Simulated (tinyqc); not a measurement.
Width of the well: quantum-confined Stark effect in a modulator well.

Envelopes on cells of 0.5 angstrom over the well |z| < L/2 and 45 angstrom of barrier on each side, psi = 0 beyond, psi'/m continuous (mean mass between points), c = hbar^2/2m0. The electron sees + e F z and the hole - e F z, each with its offset in the barriers; 1 kV/cm = 1e-5 eV/angstrom. Light holes, band mixing and escape by tunnelling are left out.

Exciton: in-plane function exp(-rho/lam), 1/mu = 1/me + 1/mp, E(lam) = c/(mu lam^2) - (q/eps) times the integral over k of Fm(k)(1 + (k lam/2)^2)^(-3/2), Fm(k) the double integral of psi_e^2 psi_h^2 exp(-k |z - z'|), q = e^2/(4 pi eps0); binding Eb = -E at the minimum. Line at Eg + E_e + E_h - Eb, strength proportional to overlap^2/lam^2.

Constants: hbar^2/2m0 = 3.80998211 eV angstrom^2; e^2/(4 pi eps0) = 14.39964547 eV angstrom; hc = 1239.841984 eV nm.

Parameters, chosen for this exercise (near those of an InGaAsP well in InP; not measured data): Vc = 0.178 eV (conduction offset); Vv = 0.273 eV (heavy-hole offset); me = 0.0486 m0 (electron, well); meb = 0.0801 m0 (electron, barrier); mh = 0.361 m0 (heavy hole along z, well); mhb = 0.485 m0 (heavy hole, barrier); Eg = 0.859 eV (gap of the well); mp = 0.112 m0 (heavy hole in the plane); eps = 13.1 (dielectric constant); Ls = (50, 66, 84, 104, 126, 150, 170) angstrom (widths); F_L = 53 kV/cm (field for this table).

Zero-field line, its shift at F_L and the relative strength.

Results:

| L (angstrom) | line at F = 0 (nm) | Eb (meV) | shift (meV) | relative strength | shift x strength (meV) |
|---|---|---|---|---|---|
| 50 | 1305.1 | 7.26 | -1.05 | 0.977 | 1.03 |
| 66 | 1343.4 | 6.96 | -2.02 | 0.936 | 1.89 |
| 84 | 1370.9 | 6.65 | -3.88 | 0.834 | 3.23 |
| 104 | 1390.8 | 6.34 | -7.08 | 0.640 | 4.53 |
| 126 | 1405.1 | 6.05 | -12.02 | 0.396 | 4.76 |
| 150 | 1415.6 | 5.76 | -18.89 | 0.192 | 3.63 |
| 170 | 1421.8 | 5.55 | -25.63 | 0.092 | 2.37 |

The shift grows with exponent 2.35 in L over the first two rows and 2.44 over the last two, against 4 for hard walls at second order; leakage lowers it in narrow wells and saturation in wide ones. The strength falls from 0.98 to 0.09, and the product of the two is largest at 126 angstrom.

Run: tinyqc, `OMP_NUM_THREADS=1 python tinyqc.py 1282573 1282574 out.jsonl`; Intel(R) Xeon(R) Processor @ 2.30GHz, one thread, shared host; about 0.2 s of CPU time with all checks.
